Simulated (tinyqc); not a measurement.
Transfer curve: field-effect mobility of a thin-film transistor with band-tail and deep states (multiple trapping). Computed by tinyqc, a small Python program. Command: `OMP_NUM_THREADS=1 python tinyqc.py 3015835 3015836 out.jsonl tft walk`. One thread of a shared host (Intel(R) Xeon(R) Processor @ 2.30GHz), about 0.05 s of CPU time with the checks.

A thick film in accumulation at small drain voltage. Only free electrons move; trapped ones still screen the gate. N_c and mu_0 are held fixed when T changes, leaving out the T^(3/2) growth of N_c. x = E_0 - psi is the distance of the Fermi level below the band edge.

Inputs (values chosen for the exercise, modelled on nanocrystalline ZnO): permittivity eps = 8.5; effective density of states N_c = 3.7e+18 1/cm^3; band mobility mu_0 = 40 cm^2/(V s); tail density at the edge g_t = 3.3e+20 1/(eV cm^3); tail width E_t = 43 meV; flat-band Fermi level below the edge, E_0 = 0.64 eV; equivalent oxide thickness t = 98 nm; temperature T = 200 K.

Deep states: none.

Constants: k_B = 8.617333262e-05 eV/K; e = 1.602176634e-19 C; eps_0 = 8.8541878128e-12 F/m.

Method:
- F_j(eta) = int_0^infinity x^j/(1 + exp(x - eta)) dx, without a gamma-function factor.
- Integrals over x = E/(k_B T) use 160 Gauss-Legendre points in u = sqrt(x) from 0 to sqrt(max(eta, 0) + 32).
- Free n(x) = N_c (2/sqrt(pi)) F_1/2(-x/k_B T), with F_1/2 from its two-term series in exp(-x/k_B T) for x >= 12 k_B T; tail n_t(x) = int_0^1.2eV g_t exp(-E/E_t)/(1 + exp((x - E)/k_B T)) dE, E counted down from the edge, 120 Gauss-Legendre points; space charge rho(psi) = n + n_t less its value at psi = 0.
- Poisson: F(psi) = sqrt((2 e/(eps eps_0)) int_0^psi rho dpsi'); V_G - V_FB = psi_s + eps F(psi_s) t/3.9; free sheet density N_f = int (n - n(E_0))/F dpsi; induced sheet density N_i = eps eps_0 F(psi_s)/e; trapezoid rule on 301 even points in psi, the first interval left out of N_f.
- mu_eff = mu_0 N_f/N_i; field-effect mobility mu_FE = mu_0 e (dN_f/dV_G)/C_ox and swing S = dV_G/dlog10(N_f), by a central difference of +/- 2 mV in psi_s; C_ox = 3.9 eps_0/t.

Against the band bending:
```
psi_s (V)  V_G - V_FB (V)  N_f (1/cm^2)  mu_eff (cm^2/(V s))  mu_FE (cm^2/(V s))  S (mV/decade)
0.22                0.313    4.8451e+02           9.4736e-07          1.9080e-06            106
0.32                0.622    4.8752e+04           2.9320e-05          9.0723e-05            225
0.40                1.168    1.9880e+06           4.7067e-04          1.6893e-03            494
0.46                2.004    3.2147e+07           3.7874e-03          1.4334e-02            941
0.51                3.270    3.2709e+08           2.1556e-02          8.3691e-02           1639
0.56                5.481    3.3288e+09           1.2304e-01          4.8855e-01           2858
0.61                9.256    3.3371e+10           7.0199e-01          2.8932e+00           4837
0.65               13.703    1.8486e+11           2.5759e+00          1.0329e+01           7499
0.70               20.956    8.8108e+11           7.9112e+00          2.3364e+01          15791
```

What follows from these numbers?

The steepest swing among the rows is 106 mV/decade. mu_eff climbs from 9.5e-7 to 7.9, 20 % of mu_0 in the last row. Between rows 6 and 7 N_f scales as (V_G - V_FB - psi_s)^4.09; an exponential tail holding all the charge would give the larger of 1 and 2 E_t/k_B T - 1, here 3.99, and free charge alone 1.
